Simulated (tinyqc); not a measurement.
Coherent transport through a tight-binding region between two chains, step by step. Computed by tinyqc, a small Python program that keeps every step. Settings: temperature = 300, mu = 0.12. Command: `OMP_NUM_THREADS=1 python tinyqc.py 28433 28434 out.jsonl` (the two numbers bound the seeds that draw the settings). One thread of a shared host (Intel(R) Xeon(R) Processor @ 2.60GHz), about 0.08 s of CPU time with the checks.

## Transmission at E = 0.01 eV

H of the central region (eV):
$$\begin{pmatrix}
0.000000 & -1.300000 & 0.000000 & 0.000000 & 0.000000 \\
-1.300000 & 0.000000 & -0.690000 & 0.000000 & 0.000000 \\
0.000000 & -0.690000 & 0.000000 & -0.690000 & 0.000000 \\
0.000000 & 0.000000 & -0.690000 & 0.000000 & -0.690000 \\
0.000000 & 0.000000 & 0.000000 & -0.690000 & 0.000000
\end{pmatrix}$$

Leads: semi-infinite chains with site energy 0:
```
parameter                           value
lead hopping t (eV)              2.590000
coupling to the left lead (eV)   1.450000
coupling to the right lead (eV)  0.210000
left contact site                       1
right contact site                      5
```

E = 0.010000 eV

Surface Green function g = (E - i sqrt(4 t^2 - E^2)) / (2 t^2); self-energy tc^2 g on each contact site; G = (E - H - Sigma)^(-1); Gamma = -2 Im Sigma; T = Gamma_L Gamma_R |G_LR|^2; local density of states -Im G_ii / pi.

g = 0.000745-0.386100i 1/eV

G (1/eV):
$$\begin{pmatrix}
0.103370-1.137009i & 0.058564-0.057173i & -0.195604+2.143019i & -0.055729+0.026115i & 0.196412-2.143398i \\
0.058564-0.057173i & -0.036081-0.036199i & 1.339460+0.108242i & 0.016669+0.034630i & -1.339701-0.108744i \\
-0.195604+2.143019i & 1.339460+0.108242i & 0.349117-4.039141i & 0.104756-0.049704i & -0.350635+4.039861i \\
-0.055729+0.026115i & 0.016669+0.034630i & 0.104756-0.049704i & -0.018187-0.033910i & 1.344783+0.050195i \\
0.196412-2.143398i & -1.339701-0.108744i & -0.350635+4.039861i & 1.344783+0.050195i & 0.331145-4.040589i
\end{pmatrix}$$

local density of states (1/eV): [0.361921, 0.011523, 1.285698, 0.010794, 1.286159]

transmission = 0.256136

## Transmission across the band

The same steps on a grid of energies.

T(E):
```
E (eV)              T
-4.92100000  2.24e-10
-4.42890000  1.89e-09
-3.93680000  1.05e-08
-3.44470000  6.04e-08
-2.95260000  4.23e-07
-2.46050000  4.36e-06
-1.96840000  0.000093
-1.47630000  0.003517
-0.98420000  0.124786
-0.49210000  0.030599
0.00000000   0.257973
0.49210000   0.030599
0.98420000   0.124786
1.47630000   0.003517
1.96840000   0.000093
2.46050000   4.36e-06
2.95260000   4.23e-07
3.44470000   6.04e-08
3.93680000   1.05e-08
4.42890000   1.89e-09
4.92100000   2.24e-10
```

levels of the isolated region (eV): [-1.526614, -0.887552, 0.000000, 0.887552, 1.526614]

## Current

I = (2e/h) int T(E) [f(E - mu - V/2) - f(E - mu + V/2)] dE at 300 K with mu = 0.12 eV, the bias not changing H; 2e^2/h = 77.48092 microsiemens; the integral runs over the band on 4001 points.

Current:
```
V (volt)  I (microampere)
0.010000         0.105878
0.050000         0.531276
0.100000         1.073255
0.200000         2.201902
0.400000         4.284517
0.800000         6.338241
```
